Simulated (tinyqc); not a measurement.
Which input was changed? Model: rapid thermal processing of a wafer: radiative balance, ramp and cooling, pattern effects, pyrometer error and spike budget. Computed by tinyqc, a small Python program. Command: `OMP_NUM_THREADS=1 python tinyqc.py 3111476 3111477 out.jsonl rtp which`. One thread of a shared host (Intel(R) Xeon(R) Processor @ 2.30GHz), about 0.1 s of CPU time with the checks.

The wafer is opaque and uniform through its thickness unless said otherwise; temperatures in formulas are in kelvin (C + 273.15). sigma = 5.670374419e-12 W/(cm^2 K^4).

Inputs (values chosen for the exercise, modelled on a hot silicon wafer):
```
quantity,value,unit
wafer thickness d,725,micrometre
heat capacity per volume C,2.14,J/(cm^3 K)
thermal conductivity k,0.22,W/(cm K)
emissivity eps of each face,0.67,-
reflectivity of the chamber walls r,0.83,-
"gas heat-transfer coefficient h, both faces together",2.6,mW/(cm^2 K)
wall temperature T_w,350,K
process temperature,759,C
ramp rate,120,K/s
relative change of absorptivity over a pattern,3.3,%
period of the pattern,5.1,mm
pyrometer wavelength,0.9,micrometre
error of the assumed emissivity,1.5,%
activation energy of the process E_a,3.66,eV
```

Constants: k_B = 8.617333262e-05 eV/K; h = 6.62607015e-34 J s; c = 299792458 m/s; k_B = 1.380649e-23 J/K.

Method:
- Effective emissivity between parallel grey plates: eps_eff = 1/(1/eps + 1/(1 - r) - 1). Loss per area q(T) = 2 eps_eff sigma (T^4 - T_w^4) + h (T - T_w).
- Absorbed power during a ramp = q(T) + C d x ramp rate; thermal time constant tau = C d/(dq/dT), dq/dT = 8 eps_eff sigma T^3 + h; natural cooling rate q/(C d); front-to-back difference under one-sided heating at the end of the ramp = (absorbed power) d/(2 k).
- At steady state a sinusoidal change of absorbed power of relative amplitude a and period p gives the temperature amplitude a q/(dq/dT + k d (2 pi/p)^2); healing length l = sqrt(k d/(dq/dT)); process change = E_a dT/(k_B T^2). Emissivity is taken as unchanged.
- Signal proportional to eps/(exp(c2/(lambda T)) - 1), c2 = h c/k_B. If the assumed emissivity is too high by the given error, the reading T' solves (1 + error)/(exp(c2/(lambda T')) - 1) = 1/(exp(c2/(lambda T)) - 1). Wien estimate: T' - T = -lambda T^2 ln(1 + error)/c2. Process rates go as exp(-E_a/(k_B T)).

Problem. One of these inputs alone was changed, within the range given: wafer thickness d (362.5 to 1450); emissivity eps of each face (0.335 to 0.98); gas heat-transfer coefficient h, both faces together (1.3 to 5.2); period of the pattern (2.55 to 10.2). Which one, and to what value?

Results:
```
run,amplitude (K),time constant tau (s),reading less true temperature (K)
before,0.05111379,14.88319,-0.9912234
after,0.05979380,13.65214,-0.9912234
```

Solution.

Each candidate set to reproduce amplitude, and what it then gives:
```
candidate,range searched,value needed,time constant tau (s),reading less true temperature (K)
wafer thickness d (micrometre),362.5 to 1450,619.3,12.713,-0.99122
emissivity eps of each face,0.335 to 0.98,out of reach,-,-
"gas heat-transfer coefficient h, both faces together (mW/(cm^2 K))",1.3 to 5.2,3.540,13.652,-0.99122
period of the pattern (mm),2.55 to 10.2,5.518,14.883,-0.99122
```

Only gas heat-transfer coefficient h, both faces together fits every result: it went from 2.6 to 3.54 mW/(cm^2 K). The next best candidate, wafer thickness d, misses one result by 6.9 %.
